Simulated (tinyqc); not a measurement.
Surface Green function of a two-leg ladder, Sancho-Rubio decimation: one step of the calculation.

A semi-infinite lead of cells 0, 1, 2, ... with H0 inside a cell and H1 = <cell i|H|cell i + 1>. One rung (site 1 on leg a, site 2 on leg b) is a cell; all hoppings enter with a minus sign. z = E + i eta.

Question. Self-energy, Dyson check and densities of states. Sigma = H1 g_s H1^dagger is what the lead adds to one more cell, and (z - H0 - Sigma)^(-1) must give g_s back. Densities of states: -Im of the diagonals over pi.

Inputs (values chosen for the exercise):
- E = 1.26 eV (energy)
- eta = 0.001 eV (broadening)

H0 (eV):
```
       1      2
1      0  -0.24
2  -0.24   0.49
```

H1 (eV):
```
    1      2
1  -1  -0.16
2   0  -0.84
```

converged surface Green function g_s (1/eV):
```
                      1                     2
1  0.6107203-0.7955464i  0.0460146+0.1487520i
2  0.0460146+0.1487520i  0.5317821-1.0551288i
```

converged bulk Green function (1/eV):
```
                        1                       2
1  0.00033487-0.64509585i  0.00005001+0.01459460i
2  0.00005001+0.01459460i  0.00022832-0.67147447i
```

Wanted: Sigma; (z - H0 - Sigma)^(-1); surface density of states; bulk density of states.

Answer.

Sigma (eV):
```
                1               2
1  0.6391-0.7750i  0.1101-0.0169i
2  0.1101-0.0169i  0.3752-0.7445i
```

(z - H0 - Sigma)^(-1) (1/eV):
```
              1             2
1  0.611-0.796i  0.046+0.149i
2  0.046+0.149i  0.532-1.055i
```

```
orbital  surface density of states (1/eV)  bulk density of states (1/eV)
1                                  0.2532                         0.2053
2                                  0.3359                         0.2137
```

tinyqc, about 0.06 s, one thread, Intel Xeon 2.30GHz (shared host): `OMP_NUM_THREADS=1 python tinyqc.py 2680002 2680003 out.jsonl`
